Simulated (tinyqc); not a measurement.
Comparisons within one model: band edges of strained Si(1-x)Ge(x) on relaxed Si(1-y)Ge(y). A value that a table varies takes the place of the one given here.

Values are linear in the Ge fraction but for ED(x) = linear - CD x (1 - x) and a(x) = linear - Ca x (1 - x). Energies are on the common scale of Ev.

Coherent growth on a (111) face: e_par = (a(y) - a(x))/a(x), e_perp = -(2 C11 + 4 C12 - 4 C44)/(C11 + 2 C12 + 4 C44) e_par; exx = eyy = ezz = (2 e_par + e_perp)/3 and exy = eyz = ezx = (e_perp - e_par)/3.

A valley with unit axis u lies at Ev + gap + (av + a_valley) tr(e) + Xu (u.e.u - tr(e)/3); the Delta axes are x, y, z and the L axes [111], [1-1-1], [-11-1], [-1-11]. The second-order shift of the Delta valleys under shear is left out; it lowers the pair normal to the sheared plane by tens of meV at a shear of 1 %.

Valence edges: Ev plus the levels of the 6 x 6 matrix of X, Y, Z times spin with -Dso/3 + l exx + m (eyy + ezz) on the diagonal (cyclic), n exy off it, l = av + 2 b, m = av - b, n = sqrt(3) d. Spin-orbit term (Dso/3) L.sigma on X, Y, Z with (L_k)_ij = -i epsilon_kij: <X+|H|Y+> = -i Dso/3, <X+|H|Z-> = Dso/3, <Y+|H|Z-> = -i Dso/3, <Z+|H|X-> = -Dso/3, <Z+|H|Y-> = i Dso/3, <X-|H|Y-> = i Dso/3, and their conjugates; + and - are the spin along z.

Coherent growth: e_par = (a(y) - a(x))/a(x). (001): e_perp = -2 (C12/C11) e_par; exx = eyy = e_par, ezz = e_perp, no shear. (111): e_perp = -(2 C11 + 4 C12 - 4 C44)/(C11 + 2 C12 + 4 C44) e_par; exx = eyy = ezz = (2 e_par + e_perp)/3 and exy = eyz = ezx = (e_perp - e_par)/3. (110): e_perp = -(C11 + 3 C12 - 2 C44)/(C11 + C12 + 2 C44) e_par; exx = eyy = (e_par + e_perp)/2, ezz = e_par, exy = (e_perp - e_par)/2, eyz = ezx = 0.

Values chosen for the exercise (end members near Si and Ge, in this order; shifted at random, so the results belong to these values and not to a real crystal):

| symbol | value | unit | meaning |
|---|---|---|---|
| a | (5.424, 5.654) | angstrom | lattice constant |
| Dso | (0.044, 0.289) | eV | spin-orbit splitting |
| av | (2.47, 1.26) | eV | valence hydrostatic potential |
| b | (-2.07, -2.56) | eV | tetragonal shear potential |
| d | (-4.73, -5.36) | eV | trigonal shear potential |
| C11 | (164.7, 130.2) | GPa |  |
| C12 | (64.1, 47.7) | GPa |  |
| C44 | (78.7, 67.3) | GPa |  |
| Ev | (0, 0.67) | eV | top of the unstrained valence band |
| ED | (1.178, 0.921) | eV | gap to the Delta valleys |
| EL | (2.028, 0.726) | eV | gap to the L valleys |
| aD | (1.8, 1.38) | eV | hydrostatic potential of the Delta gap |
| aL | (-2.84, -2.93) | eV | hydrostatic potential of the L gap |
| XuD | (9.03, 9.33) | eV | uniaxial potential, Delta |
| XuL | (16.51, 15.68) | eV | uniaxial potential, L |
| CD | 0.189 | eV | bowing of the Delta gap |
| Ca | 0 | angstrom | bowing of the lattice constant |
| face | 111 |  | growth face |
| y | 0.13 |  | Ge fraction of the relaxed buffer |
| x | 0 |  | Ge fraction of the layer |

## Composition of the layer

The buffer is kept. dEc = Ec(buffer) - Ec(layer), dEv = Ev(layer) - Ev(buffer); buffer edges Ev(y) and Ev(y) + min(ED, EL). The digit behind Delta or L counts whole valleys.

Results:

| x | e_par (%) | lowest valleys | gap (eV) | next valleys above (meV) | valence splitting (meV) | dEc (eV) | dEv (eV) |
|---|---|---|---|---|---|---|---|
| 0.00 | 0.55 | Delta6 | 1.159 | 723 | 56 | -0.004 | -0.032 |
| 0.10 | 0.13 | Delta6 | 1.133 | 733 | 11 | 0.000 | -0.010 |
| 0.19 | -0.25 | Delta6 | 1.083 | 685 | 18 | -0.001 | 0.041 |
| 0.29 | -0.67 | Delta6 | 1.020 | 599 | 40 | -0.008 | 0.112 |
| 0.39 | -1.08 | Delta6 | 0.961 | 509 | 57 | -0.021 | 0.184 |
| 0.49 | -1.50 | Delta6 | 0.906 | 416 | 73 | -0.040 | 0.258 |
| 0.58 | -1.86 | Delta6 | 0.860 | 329 | 87 | -0.062 | 0.326 |
| 0.68 | -2.27 | Delta6 | 0.813 | 229 | 101 | -0.092 | 0.403 |

What can be read from the table?

The gap is 1.159 eV in the first row and 0.813 eV in the last. The lowest valleys are Delta6 throughout. Per 0.1 of x the valence offset moves by +64 meV on average; the conduction offset lies between -92 and 0 meV, not monotonically. Both carriers sit on one side for x = 0.00 and 0.10, and on opposite sides elsewhere. Offsets below about 30 meV are within the spread of parameter sets, so those rows do not settle the type. Strains above 2 % can be kept only in layers of a few nanometres.

## Composition of the buffer

The layer is kept. dEc = Ec(buffer) - Ec(layer), dEv = Ev(layer) - Ev(buffer); buffer edges Ev(y) and Ev(y) + min(ED, EL). The digit behind Delta or L counts whole valleys.

Results:

| y | e_par (%) | lowest valleys | gap (eV) | next valleys above (meV) | valence splitting (meV) | dEc (eV) | dEv (eV) |
|---|---|---|---|---|---|---|---|
| 0.08 | 0.34 | Delta6 | 1.168 | 772 | 32 | -0.003 | -0.021 |
| 0.16 | 0.68 | Delta6 | 1.154 | 693 | 70 | -0.004 | -0.038 |
| 0.24 | 1.02 | Delta6 | 1.138 | 615 | 109 | -0.003 | -0.053 |
| 0.31 | 1.31 | Delta6 | 1.123 | 546 | 144 | 0.000 | -0.066 |
| 0.39 | 1.65 | Delta6 | 1.106 | 468 | 183 | 0.006 | -0.080 |
| 0.47 | 1.99 | Delta6 | 1.089 | 389 | 223 | 0.015 | -0.094 |
| 0.55 | 2.33 | Delta6 | 1.072 | 311 | 263 | 0.026 | -0.108 |

What can be read from the table?

The gap is 1.168 eV in the first row and 1.072 eV in the last. The lowest valleys are Delta6 throughout. Per 0.1 of y the valence offset moves by -18 meV on average; the conduction offset lies between -4 and +26 meV, not monotonically. Both carriers sit on one side for y = 0.08, 0.16 and 0.24, and on opposite sides elsewhere. Offsets below about 30 meV are within the spread of parameter sets, so those rows do not settle the type. Strains above 2 % can be kept only in layers of a few nanometres.

## The same layer on three faces

dEc = Ec(buffer) - Ec(layer), dEv = Ev(layer) - Ev(buffer); buffer edges Ev(y) and Ev(y) + min(ED, EL). The digit behind Delta or L counts whole valleys.

Results:

| face | e_par (%) | lowest valleys | gap (eV) | next valleys above (meV) | valence splitting (meV) | dEc (eV) | dEv (eV) | Delta spread (meV) | L spread (meV) |
|---|---|---|---|---|---|---|---|---|---|
| (001) | 0.55 | Delta2 | 1.100 | 89 | 52 | 0.063 | -0.039 | 89 | 0 |
| (111) | 0.55 | Delta6 | 1.159 | 723 | 56 | -0.004 | -0.032 | 0 | 117 |
| (110) | 0.55 | Delta4 | 1.147 | 38 | 54 | 0.010 | -0.034 | 38 | 92 |

What does this show?

On (001) only the Delta valleys split (89 meV), on (111) only the L valleys (117 meV), on (110) both (38 and 92 meV). The lowest valleys are Delta2 on (001), Delta6 on (111) and Delta4 on (110); the smallest gap is 1.100 eV on (001) and the largest 1.159 eV on (111).

## What each parameter does

dEc = Ec(buffer) - Ec(layer), dEv = Ev(layer) - Ev(buffer); buffer edges Ev(y) and Ev(y) + min(ED, EL). Each row changes one parameter from the base and keeps the others.

Results:

| case | gap (eV) | valence splitting (meV) | dEc (eV) | dEv (eV) |
|---|---|---|---|---|
| base | 1.1595 | 55.7 | -0.0043 | -0.0320 |
| x = 0.03 | 1.1524 | 41.0 | -0.0024 | -0.0268 |
| y = 0.16 | 1.1537 | 70.0 | -0.0043 | -0.0379 |
| CD = 0.239 eV | 1.1595 | 55.7 | -0.0099 | -0.0320 |
| Ev = (0, 0.77) eV | 1.1595 | 55.7 | 0.0087 | -0.0450 |
| aL = (-3.266, -3.37) eV | 1.1595 | 55.7 | -0.0043 | -0.0320 |
| C12 = (73.715, 54.855) GPa | 1.1577 | 57.7 | -0.0031 | -0.0313 |
| aD = (2.07, 1.587) eV | 1.1618 | 55.7 | -0.0066 | -0.0320 |
| XuL = (18.986, 18.032) eV | 1.1595 | 55.7 | -0.0043 | -0.0320 |

How do the results move?

The largest shifts from the base row, up to three for each result and ties (the steps differ in size, so this ranks the rows, not the parameters). gap (eV): x -0.0071, y -0.0058, aD +0.0023; unchanged at the printed digits by CD, Ev, aL and XuL. valence splitting (meV): x -14.7, y +14.3, C12 +2.0; unchanged at the printed digits by CD, Ev, aL, aD and XuL. dEc (eV): Ev +0.0130, CD -0.0057, aD -0.0023; unchanged at the printed digits by y, aL and XuL. dEv (eV): Ev -0.0130, y -0.0059, x +0.0053; unchanged at the printed digits by CD, aL, aD and XuL. The lowest valleys of the layer are Delta6, so among the conduction-band potentials only those of that family reach the gap and dEc; the buffer is unstrained. A shift large enough to swap the lowest family would change that.

Run: tinyqc, `OMP_NUM_THREADS=1 python tinyqc.py 1050301 1050302 out.jsonl`; Intel(R) Xeon(R) Processor @ 2.30GHz, one thread, shared host; about 0.02 s of CPU time with all checks.
